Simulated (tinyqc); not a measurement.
p-n diode, drift-diffusion by the Gummel loop with Scharfetter-Gummel fluxes: current against voltage in the dark.

Abrupt junction at x = 0, p side from -Lp, n side to Ln, ohmic contacts. psi is counted from the intrinsic level; n = ni exp((psi - phin)/Vt), p = ni exp((phip - psi)/Vt). Contacts: p side psi = V - Vt ln(Na/ni), p = Na, n = ni^2/Na; n side psi = Vt ln(Nd/ni), n = Nd, p = ni^2/Nd. Constant mobilities, D = mu Vt, Boltzmann statistics, SRH recombination through a mid-gap level, U = (n p - ni^2)/(tp (n + ni) + tn (p + ni)). Current is positive from the p contact to the n contact.

ni = sqrt(Nc Nv) exp(-Eg/(2 Vt)), Eg in volts. Poisson and both continuity equations are solved self-consistently with Scharfetter-Gummel fluxes on a graded mesh of 500 nodes. J_scr is q times the integral of U between -xp and xn. Ideal diffusion current J_id = q ni^2 [Dn coth(wp/Le)/(Le Na) + Dp coth(wn/Lh)/(Lh Nd)] (exp(V/Vt) - 1), Le = sqrt(Dn tn), Lh = sqrt(Dp tp), wp = Lp - xp, wn = Ln - xn, with xp and xn from the depletion approximation (W = sqrt(2 eps0 eps_r (Vbi - V)(1/Na + 1/Nd)/q), xp = W Nd/(Na + Nd), xn = W Na/(Na + Nd), Vbi = Vt ln(Na Nd/ni^2)). Ideality factor = 0.004 V/(Vt ln[J(V + 0.004 V)/J(V)]). Here G = 0.

Parameters, values chosen for the exercise; band and dielectric values close to those of silicon:
```
symbol,value,unit,meaning
T,300,K,temperature
Eg,1.13,eV,band gap
eps_r,11.8,,relative permittivity
Nc,2.85e19,cm^-3,conduction-band density of states at T
Nv,2.65e19,cm^-3,valence-band density of states at T
Na,1.1e16,cm^-3,acceptor density of the p side
Nd,7.7e15,cm^-3,donor density of the n side
mun,1200,cm^2/(V s),electron mobility
mup,440,cm^2/(V s),hole mobility
tn,6e-8,s,SRH lifetime of electrons
tp,4e-8,s,SRH lifetime of holes
Lp,3.4,um,length of the p side
Ln,1,um,length of the n side
G,0,cm^-3 s^-1,uniform generation rate
```

Constants: q = 1.602176634e-19 C, kB = 1.380649e-23 J/K, Vt = kB T/q, eps0 = 8.8541878128e-14 F/cm where lengths are in cm. Results are converted to the units shown.

Result of one run:
columns A: J (A/cm^2); B: ideality factor; C: J_scr/J (%); D: J_id (A/cm^2); E: share recombining at the contacts (%); F: larger minority/doping at -xp and xn
```
A           B     C        D     E        F
0.00586  1.03  5.72  0.00561  92.9  3.29e-5
```

Which bias of the p contact V gave this result: 0.2, 0.26, 0.31, 0.43 or 0.54 V?

V = 0.43 V.

The whole series:
columns A: V (V); B: J (A/cm^2); C: ideality factor; D: J_scr/J (%); E: J_id (A/cm^2); F: share recombining at the contacts (%); G: larger minority/doping at -xp and xn
```
A           B     C      D        E     F         G
0.14  7.82e-7  1.67   89.9  8.00e-8  9.98  4.63e-10
0.2   3.28e-6  1.53   75.7  8.08e-7  24.0   4.68e-9
0.26  1.67e-5  1.31   52.0  8.13e-6  47.4   4.74e-8
0.31  7.98e-5  1.17   31.2  5.56e-5  67.9   3.25e-7
0.37  6.41e-4  1.07   14.0  5.59e-4  84.8   3.28e-6
0.43  0.00586  1.03   5.72  0.00561  92.9   3.29e-5
0.48   0.0387  1.02   2.68   0.0383  95.8   2.24e-4
0.54    0.379  1.02   1.11    0.383  97.4   0.00220
0.6      3.60  1.06  0.454     3.82  98.0    0.0201
```

J rises from 7.82e-7 to 3.60 A/cm^2; the ideality factor goes from 1.67 through a minimum of 1.02 (at V = 0.54 V among the rows listed) to 1.06. Recombination in the depleted layer carries over half of the current up to V = 0.26 V, where the factor is 1.31; it grows roughly as exp(V/2 Vt), so diffusion overtakes it. Where the factor is lowest (V = 0.54 V), J is 1.1 % below the ideal diffusion current.

Program tinyqc, `OMP_NUM_THREADS=1 python tinyqc.py 2240149 2240150 out.jsonl`; Intel Xeon 2.30GHz, shared host, one thread, about 0.2 s.
